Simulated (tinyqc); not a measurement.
Floating body of a partially depleted SOI transistor: body voltage and kink: one step of the calculation.

Source at 0 V. Channel current Ic = 2 nf K Vt^2 [F(0) - F(Vd)](1 + la Vd), F(V) = ln^2(1 + exp((Vg - VT - nf V)/(2 nf Vt))), VT = VT0 - gb Vb. Saturation voltage Vs = 2 Vt sqrt(F(0)) + 3 Vt, excess Ve = (Vd - Vs + sqrt((Vd - Vs)^2 + 0.0004 V^2))/2, multiplication M1 = Ai Ve exp(-Bl/Ve). Each junction passes D(v) = J1 (exp(v/Vt) - 1) + J2 (exp(v/(2 Vt)) - 1). Bipolar current Ib = bb J1 (exp(Vb/Vt) - 1). The body settles where M1 (Ic + Ib) = D(Vb) + D(Vb - Vd) + Vb/Rb; drain current Id = (1 + M1)(Ic + Ib) - D(Vb - Vd).

Task. New Vb. Current into the body I_in = M1 (Ic + Ib) - D(Vb - Vd), current out I_out = D(Vb) + Vb/Rb; f = ln(I_in/I_out), s = df/dVb by central differences over 1e-5 V, Vb(new) = Vb - f/s.

Values chosen for this exercise; values of the order met in partially depleted silicon-on-insulator transistors:
```
symbol    value         unit                                                                                            meaning
T           358            K                                                                                        temperature
VT0        0.39            V                                                                     threshold at zero body voltage
gb         0.35                                                                  fall of the threshold per volt of body voltage
nf         1.26                                                                                                    slope factor
K           450  uA/(V^2 um)                                                                              gain factor per width
la         0.04          1/V                                                                   channel-length modulation factor
Ai         3.73          1/V                                                                        impact-ionisation prefactor
Bl          4.6            V                                                                          impact-ionisation voltage
J1      3.2e-11        uA/um                                                      diffusion saturation current of each junction
J2       4.2e-7        uA/um                                                  recombination saturation current of each junction
bb            3                                                 gain of the lateral bipolar transistor on the diffusion current
Rb         7000      kohm um  resistance of a weak body tie to the source (1e9 stands for no tie, and the term is then dropped)
Vg         0.32            V                                                                                       gate voltage
Vd          1.8            V                                                                                      drain voltage
```

Constants: q = 1.602176634e-19 C, kB = 1.380649e-23 J/K, Vt = kB T/q. Results are converted to the units shown.

Vb after iteration 2 = 0.81047341 V

Give: Ic; Ve; M1; I_in; I_out; f; s; Vb after iteration 3.

Result.

Ic = 9.1385 uA/um
Ve = 1.5341 V
M1 = 0.28533
I_in = 9.6402 uA/um
I_out = 8.5447 uA/um
f = 0.12064
s = -7.8072 1/V
Vb after iteration 3 = 0.82593 V

Range of the model: The multiplication law is an empirical form chosen for the exercise; self-heating and capacitive coupling to the body are left out, and the linear laws are rough once Vb passes about 0.7 V or M1 about 0.1.

tinyqc, about 0.2 s, one thread, Intel Xeon 2.30GHz (shared host): `OMP_NUM_THREADS=1 python tinyqc.py 2182069 2182070 out.jsonl`
